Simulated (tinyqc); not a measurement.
## p-n diode with diffusion and depletion-layer recombination: currents and ideality against junction voltage

Abrupt junction in the depletion approximation, low injection, full ionisation, neutral widths fixed, ohmic contact on the p side. Vj is the junction voltage; where a series resistance Rs is given, V = Vj + J Rs is the terminal voltage.

ni = sqrt(Nc Nv) exp(-Eg/(2 Vt)), Eg in volts; D = mu Vt; Ln = sqrt(Dn tn), Lp = sqrt(Dp tp); J0n = q ni^2 Dn coth(wp/Ln)/(Ln Na); J0p = (q ni^2 Dp/(Lp Nd)) (s + tanh(wn/Lp))/(1 + s tanh(wn/Lp)), s = Sp Lp/Dp. J_diff = (J0n + J0p)(exp(Vj/Vt) - 1). Vbi = Vt ln(Na Nd/ni^2), W = sqrt(2 eps0 eps_r (Vbi - Vj)(1/Na + 1/Nd)/q), xp = W Nd/(Na + Nd), xn = W Na/(Na + Nd); u(x) = q Na (x + xp)^2/(2 eps0 eps_r) for x < 0 and Vbi - Vj - q Nd (xn - x)^2/(2 eps0 eps_r) for x > 0; p = Na exp(-u/Vt), n = Nd exp((u - Vbi + Vj)/Vt); U = ni^2 (exp(Vj/Vt) - 1)/(tp (n + ni exp(Et/Vt)) + tn (p + ni exp(-Et/Vt))); J_scr = q times the integral of U from -xp to xn. J = J_diff + J_scr. Ideality = (1/Vt) dVj/d ln J or (1/Vt) dV/d ln J; last column ni^2 exp(Vj/Vt)/N^2.

Values chosen for this exercise; band and dielectric values close to those of silicon: temperature T = 293 K; band gap Eg = 1.11 eV; relative permittivity eps_r = 11.7; conduction-band density of states at T Nc = 2.72e19 cm^-3; valence-band density of states at T Nv = 2.58e19 cm^-3; acceptor density Na = 1.2e17 cm^-3; donor density Nd = 9.8e17 cm^-3; electron mobility in the p side mun = 720 cm^2/(V s); hole mobility in the n side mup = 140 cm^2/(V s); electron lifetime tn = 3e-6 s; hole lifetime tp = 2e-6 s; neutral width of the p side wp = 2.2 um; neutral width of the n side wn = 50 um; recombination velocity at the n contact Sp = 1e7 cm/s; series resistance Rs = 0.0006 ohm cm^2; trap level above the intrinsic level Et = 0 eV.

Constants: q = 1.602176634e-19 C, kB = 1.380649e-23 J/K, Vt = kB T/q, eps0 = 8.8541878128e-14 F/cm where lengths are in cm. Results are converted to the units shown.

Result of one run:

| Vj (V) | J_diff (A/cm^2) | J_scr (A/cm^2) | J (A/cm^2) | V (V) | ideality against Vj | ideality against V | minority/doping, lighter side |
|---|---|---|---|---|---|---|---|
| 0.42 | 1.051e-4 | 9.111e-7 | 1.060e-4 | 0.4200 | 1.004 | 1.004 | 6.598e-8 |

What becomes of these results when the junction voltage at which recombination is evaluated Vj is changed from 0.42 to 0.74 V, all else the same?

Result of the changed run:

| Vj (V) | J_diff (A/cm^2) | J_scr (A/cm^2) | J (A/cm^2) | V (V) | ideality against Vj | ideality against V | minority/doping, lighter side |
|---|---|---|---|---|---|---|---|
| 0.74 | 33.55 | 0.001087 | 33.55 | 0.7601 | 1.000 | 1.797 | 0.02107 |

The whole series:

| Vj (V) | J_diff (A/cm^2) | J_scr (A/cm^2) | J (A/cm^2) | V (V) | ideality against Vj | ideality against V | minority/doping, lighter side |
|---|---|---|---|---|---|---|---|
| 0.22 | 3.813e-8 | 1.409e-8 | 5.222e-8 | 0.2200 | 1.147 | 1.147 | 2.395e-11 |
| 0.29 | 6.101e-7 | 6.026e-8 | 6.703e-7 | 0.2900 | 1.045 | 1.045 | 3.831e-10 |
| 0.35 | 6.568e-6 | 2.101e-7 | 6.778e-6 | 0.3500 | 1.015 | 1.015 | 4.124e-9 |
| 0.42 | 1.051e-4 | 9.111e-7 | 1.060e-4 | 0.4200 | 1.004 | 1.004 | 6.598e-8 |
| 0.48 | 0.001131 | 3.245e-6 | 0.001134 | 0.4800 | 1.001 | 1.001 | 7.103e-7 |
| 0.55 | 0.01809 | 1.461e-5 | 0.01811 | 0.5500 | 1.000 | 1.001 | 1.136e-5 |
| 0.61 | 0.1948 | 5.465e-5 | 0.1949 | 0.6101 | 1.000 | 1.005 | 1.223e-4 |
| 0.67 | 2.097 | 2.123e-4 | 2.097 | 0.6713 | 1.000 | 1.050 | 0.001317 |
| 0.74 | 33.55 | 0.001087 | 33.55 | 0.7601 | 1.000 | 1.797 | 0.02107 |

The ideality against Vj falls from 1.15 to 1.00. Diffusion is the larger current in every row. J_scr alone has an ideality of 1.91 between the first two rows and 1.70 between the last two. From Vj = 0.74 V the series resistance raises the terminal ideality by over a tenth; there J Rs = 0.80 Vt.

Computed by the program tinyqc: `OMP_NUM_THREADS=1 python tinyqc.py 2260114 2260115 out.jsonl`, one thread of a shared Intel Xeon 2.30GHz, about 0.01 s for the whole run.
